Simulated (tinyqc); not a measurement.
Model-solid line-up of a strained alloy layer on a substrate, step by step. Values are carried at full precision from step to step, so a last printed digit may differ when a step is redone from the rounded ones.

All values of the alloy are linear in x but the gap, Eg(x) = (1 - x) Eg_A + x Eg_B - C x (1 - x), and the valence edge, Ev(x) = (1 - x) Ev_A + x Ev_B + fv C x (1 - x); Ec = Ev + Eg. Ev is the top of the unstrained valence band on a scale common to all materials. In the layer only the Gamma valley of the conduction band is followed, also where an X or L valley would lie lower.

Parameters, chosen for this exercise (A near InAs, B near AlAs, substrate near InP; the results hold for these values, not for the real material):
- a = (6.051, 5.656) angstrom (lattice constant of A, B)
- Eg = (0.42, 3.143) eV (gap at Gamma to the s-like level of A, B)
- Dso = (0.388, 0.277) eV (spin-orbit splitting of A, B)
- Ev = (-0.59, -1.34) eV (top of the unstrained valence band of A, B)
- ac = (-5.01, -5.67) eV (conduction deformation potential of A, B)
- av = (0.99, 2.47) eV (valence hydrostatic potential of A, B)
- b = (-1.82, -2.29) eV (tetragonal shear potential of A, B)
- d = (-3.65, -3.38) eV (trigonal shear potential of A, B)
- C11 = (82.6, 125.9) GPa (of A, B)
- C12 = (45.9, 52.7) GPa (of A, B)
- C44 = (40, 53.6) GPa (of A, B)
- C = 0.793 eV (bowing of the gap)
- fv = 0.2 (share of the bowing taken by the valence edge)
- x = 0.82 (fraction of B)
- a_s = 5.872 angstrom (substrate)
- face = 001 (growth face)
- Eg_s = 1.409 eV (lowest gap of the substrate)
- Ev_s = -0.93 eV (substrate valence edge)

## Values of the alloy

Interpolate.

Alloy at x (a in angstrom, C11, C12, C44 in GPa, all else in eV):

| symbol | value |
|---|---|
| a | 5.7271 |
| Eg | 2.5358 |
| Dso | 0.2970 |
| Ev | -1.1816 |
| ac | -5.5512 |
| av | 2.2036 |
| b | -2.2054 |
| d | -3.4286 |
| C11 | 118.1060 |
| C12 | 51.4760 |
| C44 | 51.1520 |

## Strain on the (001) substrate

Coherent growth on a (001) face: e_par = (a_s - a)/a, e_perp = -2 (C12/C11) e_par; exx = eyy = e_par, ezz = e_perp, no shear.

Use the values of the alloy.

e_par = 0.025301
e_perp = -0.022054

strain tensor in the cubic axes:
```
          x         y          z
x  0.025301  0.000000   0.000000
y  0.000000  0.025301   0.000000
z  0.000000  0.000000  -0.022054
```

The layer is under tension in the plane; its volume changes by +2.855 %. Above 2 % only a few nanometres stay coherent, and linear deformation potentials lose accuracy.

## Strained band edges

Strained edges: Ec + ac tr(e); the valence edges are Ev plus the levels of the 6 x 6 matrix of X, Y, Z times spin with -Dso/3 + l exx + m (eyy + ezz) on the diagonal (cyclic), n exy off it, l = av + 2 b, m = av - b, n = sqrt(3) d. Spin-orbit term (Dso/3) L.sigma on X, Y, Z with (L_k)_ij = -i epsilon_kij: <X+|H|Y+> = -i Dso/3, <X+|H|Z-> = Dso/3, <Y+|H|Z-> = -i Dso/3, <Z+|H|X-> = -Dso/3, <Z+|H|Y-> = i Dso/3, <X-|H|Y-> = i Dso/3, and their conjugates; + and - are the spin along z.

Give the hydrostatic shifts, the strain block and the edges.

ac tr(e), av tr(e) (eV): -0.1585  0.0629

strain block (eV), lower triangle:
```
         X        Y       Z
X  -0.0415
Y        0  -0.0415
Z        0        0  0.2718
```

Ec and the three valence edges from the top (eV): 1.1958  -0.9658  -1.2231  -1.4642

strained gap = 2.1615 eV

Strain moves the gap by -374 meV: -221 meV from the volume and -153 meV from the splitting of the valence edge, which always raises the top.

## Offsets against the substrate material

dEc = Ec(substrate) - Ec(layer), dEv = Ev(layer) - Ev(substrate); positive values confine the carrier in the layer. Type I: both of one sign; type II: opposite signs; type III: the gaps do not overlap.

Give also the smallest gap across the interface, min Ec - max Ev.

dEc = -0.7168 eV
dEv = -0.0358 eV

type: I

smallest gap = 1.4090 eV

Both carriers collect in the substrate material; the conduction band takes 95 % of the gap difference. An offset this small is within the spread of parameter sets, so the type is not settled by this model. Where the alloy is indirect its X or L edge, left out, lies lower and changes dEc.

## Checks

- Valence edges against the closed form for (001) strain: they agree to 1e-10 or better.

Program tinyqc; command `OMP_NUM_THREADS=1 python tinyqc.py 1050066 1050067 out.jsonl`; about 0.01 s on one thread of a shared Intel(R) Xeon(R) Processor @ 2.30GHz.
